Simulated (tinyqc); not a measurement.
Slater-Koster d bands of an fcc metal, step by step. Values are carried at full precision from step to step, so a last printed digit may differ when a step is redone from the rounded ones.

Slater-Koster d bands. For a bond with direction cosines (l, m, n) the 5 x 5 block is dds Ps + ddp Pp + ddd (1 - Ps - Pp), the projectors on sigma, pi and delta states about the bond; for instance <xy|xy> = 3 l^2 m^2 dds + (l^2 + m^2 - 4 l^2 m^2) ddp + (n^2 + l^2 m^2) ddd, <xy|yz> = 3 l m^2 n dds + l n (1 - 4 m^2) ddp + l n (m^2 - 1) ddd and <3z2-r2|3z2-r2> = (n^2 - (l^2 + m^2)/2)^2 dds + 3 n^2 (l^2 + m^2) ddp + (3/4)(l^2 + m^2)^2 ddd. H(k) sums the blocks times cos(k.R) over the neighbours; the d level is the zero of energy; k in 2 pi/a.

Inputs chosen for the exercise (of the size met in Cu; shifted at random, so the results belong to these values and not to a real crystal): dds = -0.362 eV (dd sigma); ddp = 0.203 eV (dd pi); ddd = -0.051 eV (dd delta); Es = 4.3 eV (s level); sss = -0.81 eV (ss sigma); sds = -0.65 eV (sd sigma); k = (0.44, 0.04, 0.28) 2 pi/a (wave vector); Nd = 9 (d electrons per atom).

## The block of one bond

Direction (1,1,0)/sqrt2; its eigenvalues must be dds once, ddp twice and ddd twice.

block (eV), rows xy, yz, zx, x2-y2, 3z2-r2 and columns alike:
```
[[-0.2843, 0, 0, 0, 0.1347],
 [0, 0.0760, 0.1270, 0, 0],
 [0, 0.1270, 0.0760, 0, 0],
 [0, 0, 0, 0.2030, 0],
 [0.1347, 0, 0, 0, -0.1288]]
```

## Levels at Gamma

Neighbours: twelve at (a/2)(1,1,0) and equivalents.

Summing the blocks at k = 0 gives E(t2g) = 3 dds + 4 ddp + 5 ddd, E(eg) = 1.5 dds + 6 ddp + 4.5 ddd.

levels (eV): t2g (threefold) -0.5290, eg (twofold) 0.4455

The t2g level lies lower, by 0.9745 eV.

## The Hamiltonian at one k

An s orbital at Es couples to nearest neighbours alone: <s|s> = sss, <s|xy> = sqrt3 l m sds (cyclic), <s|x2-y2> = (sqrt3/2)(l^2 - m^2) sds, <s|3z2-r2> = (n^2 - (l^2 + m^2)/2) sds.

Sum over the neighbours.

H(k) (eV), rows s, xy, yz, zx, x2-y2, 3z2-r2 and columns alike:
```
[[1.2617, 0.2772, 0.2174, 1.7042, 0.5775, -0.2470],
 [0.2772, 0.0172, -0.3845, -0.0491, 0, -0.0663],
 [0.2174, -0.3845, -0.6262, -0.0625, -0.0451, 0.0260],
 [1.7042, -0.0491, -0.0625, 0.1130, 0.3531, 0.2038],
 [0.5775, 0, -0.0451, 0.3531, 0.0132, 0.2947],
 [-0.2470, -0.0663, 0.0260, 0.2038, 0.2947, 0.2653]]
```

## Levels and character

Diagonalise H; t2g is xy, yz, zx and eg the other two.

levels (eV): [-1.3183, -0.7018, -0.2823, 0.1756, 0.4961, 2.6749]

weights, rows s, t2g, eg; columns band 1, band 2, band 3, band 4, band 5, band 6:
```
[[0.298, 0.042, 0.005, 0.003, 0.028, 0.625],
 [0.654, 0.941, 0.082, 0.919, 0.089, 0.316],
 [0.048, 0.017, 0.913, 0.078, 0.884, 0.060]]
```

## Levels at points of symmetry

Coordinates: G (0, 0, 0), X (1, 0, 0), W (1, 0.5, 0), L (0.5, 0.5, 0.5), K (0.75, 0.75, 0); the others lie half way.

Levels (eV):
```
k        band 1  band 2  band 3  band 4  band 5  band 6
G        -5.420  -0.529  -0.529  -0.529   0.446   0.446
G-X 0.5  -1.247  -1.137   0.304   0.304   0.812   1.792
X        -2.172  -1.745   1.137   1.137   1.179   8.236
W        -0.812  -0.304  -0.304   0.282   1.137   7.773
L        -3.078  -0.453  -0.453   0.961   0.961   6.362
L-G 0.5  -2.619  -0.244  -0.244   0.456   0.456   1.287
K        -1.646  -0.709   0.487   0.665   0.995   7.681
```

On these points the bands run from -5.420 (G) to 8.236 eV (X).

## Second moment and the rectangular band

mu2 = z (dds^2 + 2 ddp^2 + 2 ddd^2)/5 per orbital, with z = 12. A rectangular band with the same mu2 has width W = sqrt(12 mu2), Fermi level W (Nd/10 - 1/2) and bond energy -W Nd (10 - Nd)/20 (Friedel).

mu2 = 0.5248 eV^2
W = 2.5095 eV
Fermi level = 1.0038 eV
bond energy per atom = -1.1293 eV

The bond energy is the attractive part alone; the repulsion between atoms, left out, cancels a large share of it in the cohesive energy.

## Checks

- Levels at Gamma from the formulas against H(0): they agree to 1e-10 or better.
- Second moment from the formula against the mean square level on the mesh: both 0.524794.

tinyqc: `OMP_NUM_THREADS=1 python tinyqc.py 1480939 1480940 out.jsonl`; about 0.06 s, one thread, shared Intel(R) Xeon(R) Processor @ 2.30GHz.
